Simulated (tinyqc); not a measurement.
Segment and feed resistance from two drops.

Problem. A rail is fed at one end through Rq; K loads of Ij follow, each after a segment Rs. The drop at load j is K Ij Rq + Rs Ij sum_(l=1..j) (K - l + 1). Find Rs, Rq and the worst drop, at the middle, if the rail were fed through Rq at both ends: K Ij Rq/2 + Rs Ij K^2/8 with the load taken as continuous.

Parameters, values chosen for the exercise:

| symbol | value | unit | meaning |
|---|---|---|---|
| K | 11 |  | number of equal loads |
| Ij | 0.2 | mA | current of each load |

drops at the first and at the last load (mV): 1.034  3.014

Answer. The difference of the two drops is Rs Ij K (K - 1)/2, which gives Rs; the first drop then gives Rq.

Rs = 0.180 ohm
Rq = 0.290 ohm
drop at the middle with two feeds = 0.864 mV

Program tinyqc, `OMP_NUM_THREADS=1 python tinyqc.py 2770102 2770103 out.jsonl`; Intel Xeon 2.30GHz, shared host, one thread, about 0.08 s.
